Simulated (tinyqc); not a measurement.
# Changing the impurity potential U

Model: Koster-Slater impurity in a tight-binding band, by Green functions and by supercells. Computed by tinyqc, a small Python program. Command: `OMP_NUM_THREADS=1 python tinyqc.py 3021786 3021787 out.jsonl kosterslater sweep`. One thread of a shared host (Intel(R) Xeon(R) Processor @ 2.30GHz), about 0.1 s of CPU time with the checks.

One orbital per site, e(k) = -2 t sum cos(k_i) over 3 direction(s), band from -6 t to 6 t, lattice constant 1. One site has the extra energy U. Spin is left out.

Inputs (values chosen for the exercise, for a model band):
```
quantity                  value      unit
hopping t                  0.96        eV
supercell edge N              3     sites
energy inside the band E  -0.61        eV
broadening eta            0.096        eV
impurity concentration c  0.001  per site
```

Lattice: simple cubic.

Constants: hbar = 6.582119569e-16 eV s.

Method:
- Outside the band G0(E) = (1/pi) int_0^pi dk (2/(pi z)) K(16 t^2/z^2), z = E + 2 t cos k, K the complete elliptic integral with parameter m; 200 Gauss-Legendre points.
- A bound state solves 1/U = G0(E).
- Bisection in ln(distance from the edge) between 1e-5 t and |U| + t. Weight on the impurity site: -1/(U^2 dG0/dE), by a central difference with step min(1e-4 t, distance/30). Decay length along an axis: 1/arccosh(1 + distance/(2 t)).
- Inside the band G0(z), z = E + i eta, comes from the chain form 1/(sqrt(y - 2t) sqrt(y + 2t)) (principal roots) at y = z + 2 t cos k + 2 t cos k', averaged over k and k' in (0, pi) with 200 Gauss-Legendre points each.
- T = U/(1 - U G0); phase shift delta = -arg(1 - U G0) in (-pi, pi]; host density of states -Im G0/pi; on the impurity -Im[G0/(1 - U G0)]/pi; lifetime of a band state hbar/(-2 c Im T).
- In a periodic cell of N sites along each direction with Bloch vector K, the level solves 1/U = N^-d sum_k 1/(E - e(k)), k_i = (2 pi m_i + K_i)/N, m_i = 0..N-1; the outermost root on the side of U is taken (bisection). d is the number of directions. Gamma means K_i = 0, the zone corner K_i = pi, the quarter point K_i = pi/2.
- The error is measured against the isolated level E_b.

One run for each value; columns: (1) impurity potential U (eV); (2) distance from the band edge (eV); (3) weight on the impurity site; (4) decay length (sites); (5) scattering lifetime (fs); (6) width between Gamma and the corner (eV):
```
(1)       (2)     (3)    (4)    (5)     (6)
-28.80  23.23  0.9933  0.306  151.0  0.0130
-17.20  11.76  0.9808  0.377  150.5  0.0376
-13.30   7.96  0.9672  0.431  150.6  0.0650
-10.20   5.00  0.9421  0.511  151.4  0.1171
-7.92    2.89  0.8978  0.637  153.4  0.2132
-6.11    1.34  0.8063  0.893  157.9  0.4138
-4.72    0.34  0.5861  1.712  166.6  0.7896
```

Give the missing row, impurity potential U (eV) = -22.20.

Computed row; columns: (1) impurity potential U (eV); (2) distance from the band edge (eV); (3) weight on the impurity site; (4) decay length (sites); (5) scattering lifetime (fs); (6) width between Gamma and the corner (eV):
```
(1)       (2)     (3)    (4)    (5)     (6)
-22.20  16.69  0.9886  0.338  150.7  0.0222
```

Interpolating between the two neighbouring rows (linearly) misses most in width between Gamma and the corner (eV), by 22 %. Over the rows, distance from the band edge (eV) falls from 23.2 to 0.337; weight on the impurity site falls from 0.993 to 0.586; decay length (sites) rises from 0.306 to 1.71. In three dimensions binding starts at |U| = 3.957 t, quadratically in the excess. For large |U| the scattering lifetime tends to that of a site cut out of the lattice, T = -1/G0. The supercell width shrinks as the state tightens. Left out: -3.65 (U is too weak to bind a state, or binds it by less than 1e-5 t).
